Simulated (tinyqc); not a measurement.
Inside a calculation. Method: Hubbard chain of 3 sites. One step of it, computed by the program tinyqc.

Question. The many-body Hamiltonian. Basis: all placements (u, d, 2, 0 on each site), up operators ordered before down ones; hops carry the sign of the same-spin electrons passed.

one-body matrix (hopping and site energies) (eV), lower triangle:
```
           1          2          3
1  -0.370000
2  -1.380000   0.060000
3   0.000000  -1.380000  -0.470000
```

U = 6.900000 eV

electrons, up and down: 2  2

Give: H.

Answer.

H (eV), lower triangle:
```
        220     2ud     u2d     2du     202     ud2     d2u     du2
220  13.180
2ud  -1.380   5.750
u2d   0.000  -1.380   6.180
2du  -1.380   0.000   0.000   5.750
202   0.000  -1.380   0.000  -1.380  12.120
ud2   0.000   0.000  -1.380   0.000  -1.380   5.650
d2u   0.000   0.000   0.000  -1.380   0.000   0.000   6.180
du2   0.000   0.000   0.000   0.000  -1.380   0.000  -1.380   5.650
022   0.000   0.000   0.000   0.000   0.000  -1.380   0.000  -1.380

        022
022  12.980
```
